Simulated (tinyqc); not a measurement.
# Changing the work of adhesion W_a

Model: equilibrium crystal shape, supported particles, Gibbs-Thomson effect and coarsening. Computed by tinyqc, a small Python program. Command: `OMP_NUM_THREADS=1 python tinyqc.py 3021148 3021149 out.jsonl wulff sweep`. One thread of a shared host (Intel(R) Xeon(R) Processor @ 2.30GHz), about 0.1 s of CPU time with the checks.

A cubic crystal bounded by {100}, {110} and {111} facets only.

Inputs (values chosen for the exercise, modelled on silicon): atomic volume Omega = 20.02 angstrom^3; atoms in the particle N = 61000.

Surface energies: given.

surface energies gamma(100), gamma(110), gamma(111) (J/m^2): [1.36, 1.48, 1.25]

Constants: e = 1.602176634e-19 C.

Method:
- The energies and Omega are given.
- Wulff construction: the facet planes lie at distances lambda gamma from the centre, and the shape is the region inside all of them; V = (1/3) sum of area x distance. gamma_mean = sum A gamma / sum A; shape factor eta = A/V^(2/3) (4.836 for a sphere). lambda follows from V = N Omega.
- Winterbottom: the particle sits on its largest facet family, {111}, with energy gamma_f; the substrate plane cuts the shape at the distance lambda (gamma_f - W_a) below the centre. Height over that of the free particle at the same lambda = (2 gamma_f - W_a)/(2 gamma_f). An isotropic particle with gamma_mean has cos(theta) = W_a/gamma_mean - 1 (Young-Dupre); a film dewets into particles whenever W_a < 2 gamma.

One run for each value:
```
work of adhesion W_a (J/m^2)  relative height  contact angle theta (degrees)
0.10                                    0.960                         157.34
0.39                                    0.844                         134.34
0.67                                    0.732                         118.86
0.96                                    0.616                         105.00
1.20                                    0.520                          94.22
1.50                                    0.400                          80.90
1.80                                    0.280                          67.06
2.10                                    0.160                          51.58
```

Over the rows, relative height falls from 0.960 to 0.160; contact angle theta (degrees) falls from 157 to 51.6. The height and cos(theta) are both linear in W_a: adhesion sinks the particle into the substrate plane. Left out: 2.40 (the particle wets the substrate completely).

Extremes, crossings and ranges named in words are read from the listed rows.
